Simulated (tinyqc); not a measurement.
Interband optics of a two-band s-p chain from momentum matrix elements, step by step. Values are carried at full precision from step to step, so a last printed digit may differ when a step is redone from the rounded ones.

H(k) = [[Es - 2 ts cos ka, 2i V sin ka], [-2i V sin ka, Ep_ + 2 tp cos ka]] in the basis s, p; the lower band is full, with two electrons a cell. The velocity operator times hbar is W = dH/dk (eV angstrom); intra-atomic dipoles are left out.

Constants: hbar^2/2m0 = 3.80998211 eV angstrom^2; e^2/(4 pi eps0) = 14.39964547 eV angstrom.

Inputs chosen for the exercise: a = 2.58 angstrom (period); Es = 1.76 eV (upper orbital (s)); Ep_ = -2.27 eV (lower orbital (p)); ts = 0.22 eV (s-s hopping); tp = 0.33 eV (p-p hopping); V = 1.56 eV (s-p hopping); k = 0.4 2 pi/a (wave vector); N = 6 (k points); Ar = 7.5 angstrom^2 (cross-section per chain); eta = 0.15 eV (Lorentzian half width); E = 6.67 eV (photon energy).

## Hamiltonian and velocity at one k

Form H and W = dH/dk.

H (eV), rows s, p and columns alike:
```
[[2.1160, 1.8339i],
 [-1.8339i, -2.8040]]
```

W (eV angstrom), rows s, p and columns alike:
```
[[0.6673, -6.5123i],
 [6.5123i, -1.0009]]
```

## Matrix element between the bands

Diagonalise H, transform W, and form w = |W_cv|^2, the Kane-type energy w/c and the oscillator strength f = w/(c D), c = hbar^2/2m0, D = Ec - Ev.

Ev, Ec (eV): [-3.4123, 2.7243]

weights, rows s, p; columns v, c:
```
[[0.0991, 0.9009],
 [0.9009, 0.0991]]
```

slopes dEv/dk, dEc/dk (eV angstrom): [3.057, -3.390]

w = 32.714 eV^2 angstrom^2
w/c = 8.586 eV
f = 1.399

## Transitions on the mesh

At each k_j = (j + 1/2)/N (2 pi/a) up to the zone edge give D = Ec - Ev, w = |<c|W|v>|^2 and f = w/(c D), c = hbar^2/2m0; the other half of the zone repeats the values.

Transitions:
```
k (2 pi/a)  D (eV)  w (eV^2 angstrom^2)      f
0.0833      4.3823               19.274  1.154
0.2500      7.4282                1.421  0.050
0.4167      5.8789               39.501  1.764
```

D runs from 4.382 to 7.428 eV on the mesh; f is largest at k = 0.4167.

## Dielectric function from the table

With w(k) = |<c|W|v>|^2 and D(k) = Ec - Ev, on the mesh k_j = (j + 1/2)/N (2 pi/a): eps(E) = 1 + (8 pi e2/(a Ar)) mean_j (w/D^2) [1/(D - E - i eta) + 1/(D + E + i eta)], e2 = e^2/(4 pi eps0); light polarised along the chains, no local fields.

Take the mean over the rows. Also eps(0) at eta = 0, and the effective electrons per cell n_eff = 2 mean(f).

eps(E) = -9.068+1.853i
eps(0) = 6.323
n_eff = 1.979

On a mesh of 2000 points the values are -7.329+4.321i, 12.374 and 2.621. n_eff need not equal the 2 electrons of the cell: a two-orbital basis with chosen hoppings does not obey the sum rule of free electrons. E lies within, or within 2 eta of, the range of transitions of the band (2.93 to 7.46 eV); their spacing on this mesh (up to 3.05 eV) exceeds eta, so eps(E) depends on where the few mesh points fall.

## Checks

- Curvature of the lower band against <v|d2H/dk2|v> - 2 w/D (eV angstrom^2): both -0.3988.
- Zone mean of 2 w/D against the zone mean of <v|d2H/dk2|v>, the f-sum rule of a full band (eV angstrom^2): both 9.9857.

tinyqc: `OMP_NUM_THREADS=1 python tinyqc.py 1680345 1680346 out.jsonl`; about 0.01 s, one thread, shared Intel(R) Xeon(R) Processor @ 2.30GHz.
